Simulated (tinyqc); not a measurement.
## Thin film between two gates, subbands and threshold shift from confinement: charge and subband filling against gate voltage

Undoped body with a flat potential across it, hard walls, transport along x. Three valley pairs (g = 2 each) with the longitudinal mass along x, y or z. Non-parabolicity enters the subband edges through E (1 + al E) = gamma, so E = 2 gamma/(1 + sqrt(1 + 4 al gamma)); motion within a subband is taken as parabolic with the band-edge mass. Energies are counted from the bulk band edge.

gamma = C (pi k/(t + dl))^2/mz, C = hbar^2/(2 m0). Each subband has N_k = g sqrt(mx my) m0 kB T/(pi hbar^2). With degeneracy n = sum N_k F((EF - E_k)/Vt), F(x) = ln(1 + exp(x)); gate: Vg = EF + q n/(Cg P), P = 2 (both faces), summed over the 60 lowest subbands at most, with Vg counted from the value that would put EF at the bulk band edge of an empty body. Cq = q dn/dEF.

Values chosen for this exercise; masses close to those of silicon:
- T = 200 K (temperature)
- ml = 0.913 m0 (longitudinal mass)
- mt = 0.192 m0 (transverse mass)
- al = 0 1/eV (non-parabolicity)
- t = 9.6 nm (film thickness (along z))
- dl = 0.3 nm (widening of the box by penetration into the insulator)
- Cg = 3.4 uF/cm^2 (gate capacitance per area of interface)

Constants: q = 1.602176634e-19 C, kB = 1.380649e-23 J/K, hbar = 1.054571817e-34 J s, m0 = 9.1093837015e-31 kg, Vt = kB T/q, hbar^2/(2 m0) = 0.0380998212 eV nm^2. Results are converted to the units shown.

Result of one run:
```
Vg (V)  EF - E_1 (eV)  n (cm^-2)  n/P (cm^-2)  share of the lowest subband (%)  Cq/(Cg P)  total C/(Cg P)
-0.15         -0.1542    1.239e9      6.197e8                            28.97   0.001694        0.001691
```

What becomes of these results when the gate voltage Vg is changed from -0.15 to 0.47 V, all else the same?

Result of the changed run:
```
Vg (V)  EF - E_1 (eV)  n (cm^-2)  n/P (cm^-2)  share of the lowest subband (%)  Cq/(Cg P)  total C/(Cg P)
0.47          0.02095   1.888e13     9.440e12                            21.60      16.95          0.9443
```

The whole series:
```
Vg (V)  EF - E_1 (eV)  n (cm^-2)  n/P (cm^-2)  share of the lowest subband (%)  Cq/(Cg P)  total C/(Cg P)
-0.15         -0.1542    1.239e9      6.197e8                            28.97   0.001694        0.001691
-0.02        -0.04267   7.840e11     3.920e11                            28.47      1.048          0.5116
0.1          -0.01063   4.517e12     2.259e12                            26.41      5.469          0.8454
0.23         0.004376   9.398e12     4.699e12                            24.36      10.17          0.9104
0.35          0.01363   1.410e13     7.049e12                            22.84      13.84          0.9326
0.47          0.02095   1.888e13     9.440e12                            21.60      16.95          0.9443
0.6           0.02766   2.411e13     1.206e13                            20.50      19.80          0.9519
0.72          0.03313   2.897e13     1.449e13                            19.64      22.06          0.9566
0.85          0.03851   3.426e13     1.713e13                            18.85      24.22          0.9603
```

EF passes E_1 = 0.00420 eV at Vg = 0.185 V. The share of the lowest subband falls from 29.0 to 18.9 % and the total capacitance rises from 0.00169 to 0.960 of Cg P. In the last row 4.1 % of an added gate voltage goes into raising EF (from the last two rows). For Vg = -0.02, 0.1, 0.23, 0.35, 0.47, 0.6, 0.72, 0.85 the charge would bend the potential across the body noticeably, which is left out.

Computed by the program tinyqc: `OMP_NUM_THREADS=1 python tinyqc.py 2350093 2350094 out.jsonl`, one thread of a shared Intel Xeon 2.30GHz, about 0.1 s for the whole run.
